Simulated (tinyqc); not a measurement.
## Mass from the capacitance plateau

Inverse problem. Once one two-dimensional band is degenerate, Cq = q gv md m0 q/(pi hbar^2) and 1/C_G = 1/Cox + 1/Cq (no traps). Find Cq, md and the oxide-equivalent thickness 3.9 eps0/Cq that it adds.

Parameters, values chosen for the exercise:
```
symbol  value  unit            meaning
gv          2        valley degeneracy
```

Constants: q = 1.602176634e-19 C, hbar = 1.054571817e-34 J s, m0 = 9.1093837015e-31 kg, eps0 = 8.8541878128e-14 F/cm where lengths are in cm. Results are converted to the units shown.

C_G on the plateau = 3.3078927 uF/cm^2
Cox = 3.5810271 uF/cm^2

Solution. Removing Cox from the series leaves Cq, which is proportional to gv md.

Cq = 43.37 uF/cm^2
md = 0.3240 m0
added thickness = 0.07962 nm

Computed by the program tinyqc: `OMP_NUM_THREADS=1 python tinyqc.py 2200013 2200014 out.jsonl`, one thread of a shared Intel Xeon 2.30GHz, about 0.01 s for the whole run.
